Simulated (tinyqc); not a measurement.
Delta-doped layer in the Thomas-Fermi potential, step by step. Values are carried at full precision from step to step, so a last printed digit may differ when a step is redone from the rounded ones.

All donors ionised in the plane z = 0, zero temperature, energies from the Fermi level EF of the Thomas-Fermi model, which lies at the bulk band edge; c = hbar^2/2m0, q = e^2/(4 pi eps0). Layer in a (001) plane: two valleys with m_z = ml, m_d = mt (unprimed) and four with m_z = mt, m_d = sqrt(ml mt) (primed); m3 = (ml mt^2)^(1/3), gv = 6. With n = (gv/3 pi^2)(m3 (-V)/c)^(3/2) and V'' = -(4 pi q/eps) n for z > 0, the solution is V = -b/(|z| + z0)^4 with sqrt(b) = 20/K, K = (4 pi q/eps)(gv/3 pi^2)(m3/c)^(3/2), and z0^5 = 4b/(e F0), e F0 = 2 pi q N/eps; 1e13/cm^2 = 1e-3/angstrom^2. Exchange and correlation are left out.

Constants: hbar^2/2m0 = 3.80998211 eV angstrom^2; e^2/(4 pi eps0) = 14.39964547 eV angstrom.

Parameters, chosen for this exercise (near those of a delta-doped layer in Si; the results hold for these values, not for the real material):
```
symbol  value  unit         meaning
ml      0.932  m0           longitudinal mass
mt      0.19   m0           transverse mass
eps     11.8                dielectric constant
N       5.8    x 1e13/cm^2  donor sheet density
```

## The Thomas-Fermi well

Give K, b, e F0, z0 and the depth b/z0^4.

K = 0.076646 eV^(-1/2) angstrom^-2
b = 68090 eV angstrom^4
e F0 = 0.044471 eV/angstrom
z0 = 22.77 angstrom
depth = 0.2532 eV

Half of the electrons lie within |z| < (2^(1/5) - 1) z0 = 3.4 angstrom. The mean donor spacing in the plane is 13.1 angstrom, against a Bohr radius 0.529177 eps/m3 = 19.3 angstrom: the spacing is not small against it, so the smeared sheet is a crude model.

## Profile

V = -b/(|z| + z0)^4, n and the share of electrons beyond |z|, (z0/(|z| + z0))^5, at z = 0, 0.1, 0.25, 0.5, 1 and 2 times z0; n = (eps/(4 pi q)) 20 b/(|z| + z0)^6, q = e^2/(4 pi eps0), 1/angstrom^3 = 1e24/cm^3.

Profile:
```
z (angstrom)   V (eV)  n (1e19/cm^3)  share beyond
0.0           -0.2532           63.7         1.000
2.3           -0.1729           35.9         0.621
5.7           -0.1037           16.7         0.328
11.4          -0.0500           5.59         0.132
22.8          -0.0158          0.995         0.031
45.5          -0.0031         0.0873         0.004
```

## Subbands

Subbands solve -(c/m_z) psi'' + V psi = E psi on 1280 points of spacing z0/80; up to ten levels for each group, kept if bound with an rms width below 2.5 z0.

List the bound levels with their rms width.

Subbands:
```
label  valleys g  m_d (m0)   E (eV)  rms z (angstrom)
0              2    0.1900  -0.1104               6.1
0'             4    0.4208  -0.0617              14.8
1              2    0.1900  -0.0134              22.6
```

The lowest level lies 56 % of the way up the well, and 0' follows 49 meV higher.

## Filling the subbands

At zero temperature n_i = g m_d (mu - E_i)/(2 pi c) for E_i < mu, c = hbar^2/2m0; find mu from sum n_i = N (1e13/cm^2 = 1e-3/angstrom^2).

mu = -0.0049 eV

n_i in the order of the list (1e13/cm^2): 1.675  3.990  0.135

3 subbands filled in part, the lowest with 29 % of the electrons. The potential was built for a Fermi level at 0; filling its quantised levels puts mu 1.9 % of the depth below that, which shows how nearly the two pictures agree. The fullest is 0', with 69 %.

## Estimate from a V-shaped well

Near z = 0 the well is -depth + e F0 |z|, whose levels are a (c (e F0)^2/m_z)^(1/3) with a = 1.018793 (even) and 2.338107 (odd); c = hbar^2/2m0, m_z = ml, for the unprimed levels.

levels 0 and 1 (eV): -0.0487  0.2161

Level 0 comes out 62 meV too high, since screening flattens the true well away from the plane, and level 1 lands above the rim at 0.

## Checks

- Integral of the Thomas-Fermi density against N, 1e13/cm^2: both 5.800.
- Lowest level on a finer grid (z0/200), eV: both -0.110.

Program tinyqc; command `OMP_NUM_THREADS=1 python tinyqc.py 1280466 1280467 out.jsonl`; about 0.1 s on one thread of a shared Intel(R) Xeon(R) Processor @ 2.30GHz.
